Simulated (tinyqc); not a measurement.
Heavy doping: band filling, gap narrowing, band tails and the effective intrinsic density: one step, computed by the program tinyqc.

An n-type crystal above its Mott density, with all dopants ionised: n = N_D - N_A, ionised centres N_I = N_D + N_A. Valleys are taken as spherical with mass m_e.

Question. What optics and devices see. n = M_c (1/(2 pi^2)) (m_e/(hbar^2/2m_0))^(3/2) int sqrt(E (1 + aE)) (1 + 2 aE) f dE with a = (1 - m_e)^2/E_g, f = 1/(1 + exp((E - E_F)/k_B T)); trapezoid rule in t = sqrt(E/k_B T), step 0.02 up to 12; E_F by bisection from the band edge. Absorption edge of a direct gap, from the valence band at k_F (T = 0 value) to the Fermi level: E_g - narrowing + E_F + (hbar^2/2m_0) k_F^2/m_h, k_F = (3 pi^2 n)^(1/3); the shift is the edge less E_g. n p/n_i^2 = exp(narrowing/k_B T) x (n/N) exp(-E_F/k_B T), N being the limit of n exp(-E_F/k_B T) far below the edge (taken at E_F = -12 k_B T); apparent narrowing = k_B T ln(n p/n_i^2).

Inputs (values chosen for the exercise, modelled on CdS): gap E_g = 2.54 eV; electron mass m_e = 0.202 m_0; valleys M_c = 1; hole mass m_h = 0.803 m_0; temperature T = 77 K.

Conduction band: non-parabolic (Kane).

n = 7.02e+19 cm^-3

E_F above the band edge = 286.4325 meV

gap narrowing = 135.4331 meV

Constants: k_B = 8.617333262e-05 eV/K; hbar^2/(2 m_0) = 3.80998212 eV angstrom^2.

Give: shift of the absorption edge; absorption edge; apparent narrowing; log10(n p/n_i^2).

Answer.

shift of the absorption edge = 228.3 meV

absorption edge = 2.768 eV

apparent narrowing = -114.8 meV

log10(n p/n_i^2) = -7.511

Degeneracy takes back 250.2 meV of the 135.4 meV of narrowing, so the minority density ends below its ideal value n_i^2/n. Caution: the screening length is well below a*, where static Thomas-Fermi screening overstates the Coulomb hole.
